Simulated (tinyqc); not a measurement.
Charge stability of a double quantum dot, constant-interaction model with a charge sensor: one step of the calculation.

Capacitance matrix C = [[C1, -Cm], [-Cm, C2]], C1 = G1 + X1 + Cm + L1, C2 = G2 + X2 + Cm + L2. Gate charges n1 = (G1 V1 + X1 V2)/q, n2 = (X2 V1 + G2 V2)/q. The state (N1, N2) has U = (1/2) d^T E d with d = (N1 - n1, N2 - n2) and E = q^2 C^(-1). Leads at 0 V; no tunnel coupling, spin or level spacing. The sensor reads s1 <N1> + s2 <N2>.

Task. Charging energies and lever arms. E = q^2 C^(-1) holds EC1, EC2 on the diagonal and ECm off it; the lever arms are A = C^(-1) [[G1, X1], [X2, G2]] (row: dot, column: gate).

Inputs (values chosen for the exercise):
- G1 = 25 aF (gate 1 to dot 1)
- G2 = 19 aF (gate 2 to dot 2)
- X1 = 3.5 aF (gate 2 to dot 1)
- X2 = 2.9 aF (gate 1 to dot 2)
- Cm = 52 aF (between the dots)
- L1 = 61 aF (dot 1 to leads and ground)
- L2 = 70 aF (dot 2 to leads and ground)
- V1 = 2.11 mV (voltage of gate 1)
- V2 = 12.6 mV (voltage of gate 2)

Constants: q = 1.602176634e-19 C. Results are converted to the units shown.

Find: C; E; lever arms; gate charges.

Result.

C (aF):

|  | 1 | 2 |
|---|---|---|
| 1 | 141.5 | -52 |
| 2 | -52 | 143.9 |

E (meV):

|  | 1 | 2 |
|---|---|---|
| 1 | 1.3057 | 0.4718 |
| 2 | 0.4718 | 1.2839 |

lever arms (eV/V):

|  | 1 | 2 |
|---|---|---|
| 1 | 0.21227 | 0.08448 |
| 2 | 0.09686 | 0.16256 |

gate charges: n1 0.6045, n2 1.5324

ECm is 36.4 % of the geometric mean of EC1 and EC2.

Program tinyqc, `OMP_NUM_THREADS=1 python tinyqc.py 2470121 2470122 out.jsonl`; Intel Xeon 2.30GHz, shared host, one thread, about 0.01 s.
